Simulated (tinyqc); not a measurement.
Koster-Slater impurity in an sp3s* host, step by step. Values are carried at full precision from step to step, so a last printed digit may differ when a step is redone from the rounded ones.

sp3s* tight binding, nearest neighbours only: anion (a) at 0, cation (c) at a/4 (1,1,1), orbitals s, px, py, pz, s* on each; k in units of 2 pi/a. With phases e_j = exp(i (pi/2) k.n_j) for n = (1,1,1), (1,-1,-1), (-1,1,-1), (-1,-1,1): g0 = (e1+e2+e3+e4)/4, g1 = (e1+e2-e3-e4)/4, g2 = (e1-e2+e3-e4)/4, g3 = (e1-e2-e3+e4)/4. The diagonal holds the levels Esa, Epa, Exa (s*) and Esc, Epc, Exc. Anion-cation block: <sa|sc> = Vss g0; <sa|xc> = Vsapc g1; <xa|sc> = -Vscpa g1; <xa|xc> = Vxx g0; <xa|yc> = <ya|xc> = Vxy g3, <xa|zc> = <za|xc> = Vxy g2, <ya|zc> = <za|yc> = Vxy g1; <s*a|xc> = Vxapc g1; <xa|s*c> = -Vpaxc g1; y and z take g2 and g3 in place of g1; s-s* and s*-s* vanish.

Inputs chosen for the exercise (out of a larger set: near a published set for Si; not measured data): p = (-4.21, 1.719, -4.21, 1.719, 6.693, 6.693, -8.32, 1.713, 4.591, 5.715, 5.715, 5.388, 5.388) eV (order Esa, Epa, Esc, Epc, Exa, Exc, Vss, Vxx, Vxy, Vsapc, Vscpa, Vxapc, Vpaxc); N = 5 (mesh); V = -7 eV (shift of the s level).

## The gap of the host

Gaps from the top of the valence band to Gamma, to the minimum on (x,0,0) from 0.5 to 1, and to L; the smallest is Eg.

top of the valence band on the scale of the parameters = 0.0060 eV

gaps (eV): Gamma 3.4260, Delta 1.1497, L 2.4771

Eg (smallest gap of the host) = 1.1497 eV

## Where the weight lies

A defect on a cation site (c) shifts the s level there by Vs or the three p levels by Vp and leaves the rest. A level in the gap solves 1/Vs = G_s(E) (symmetry A1) or 1/Vp = G_p(E) (T2, threefold), with G(E) = (1/N^3) sum over k and bands of w/(E - e), where w is the weight of the state on the s orbital of that site, or the mean weight on its px, py, pz. Mesh: k = f1 (-1,1,1) + f2 (1,-1,1) + f3 (1,1,-1), f = (j + 1/2)/N, j = 0 to N - 1. Energies from the top of the valence band at Gamma; the s* orbital of the site is left as it is. An infinite shift removes the s or p orbitals, the model of the ideal vacancy: G(E) = 0.

For each band: mean energy over the mesh and summed weights; each column of weights adds to one.

Bands:
```
band  mean energy (eV)  s weight  p weight
1              -10.137    0.4146    0.0261
2               -6.125    0.1972    0.0900
3               -2.269    0.0055    0.1645
4               -1.825    0.0022    0.1658
5                1.762    0.0792    0.0782
6                2.663    0.2377    0.0436
7                5.269    0.0003    0.1654
8                5.700    0.0167    0.1554
9                9.688    0.0305    0.0459
10              10.493    0.0161    0.0651
```

The filled bands hold 0.619 of the s orbital and 0.446 of each p orbital of the cation. Filled states add positive terms to G in the gap and empty ones negative terms.

## Green functions across the gap

G at nine energies E = Eg j/8.

G(E) (1/eV):
```
E (eV)       G_s       G_p
0.0000  -0.07200   0.09868
0.1437  -0.08458   0.06222
0.2874  -0.09898   0.03532
0.4311  -0.11587   0.01129
0.5748  -0.13630  -0.01241
0.7185  -0.16202  -0.03782
0.8622  -0.19644  -0.06783
1.0060  -0.24770  -0.10897
1.1497  -0.35301  -0.19429
```

Both fall with E, as dG/dE = -sum w/(E - e)^2 demands. G_s keeps its sign, so the vacancy has no level of this symmetry in the gap. G_p changes sign, so the vacancy has a level of this symmetry in the gap.

## A first estimate from the table

A defect that shifts the s level of its cation site by V has a level where the host Green function G_s(E) equals 1/V; E is counted from the top of the valence band. Find it by linear interpolation between the two rows that bracket it.

1/V = -0.14286 1/eV
estimated level = 0.611 eV

## The level and its weight on the defect

Solve by bisection with the full sum. The weight of the bound state on the shifted orbital is G^2/(-G'), which is also dE/dV.

level = 0.6150 eV
G'(E) = -0.16864 1/eV^2
weight on the defect orbital = 0.1210

The level lies 0.615 eV above the valence band and 0.535 eV below the conduction band. Only 12.1 % of it sits on the shifted orbital, the rest on other orbitals (the s* of the same site among them), so a shift of 1 eV moves the level by about 121 meV.

## Checks

- Sum of the s weights over all bands against one: both 1.00000.
- First moment of the s weights against the s level of the site, on the scale of the parameters: both -4.21000.

(tinyqc, `OMP_NUM_THREADS=1 python tinyqc.py 1480773 1480774 out.jsonl`, Intel(R) Xeon(R) Processor @ 2.30GHz, 1 thread, shared host, about 0.05 s.)
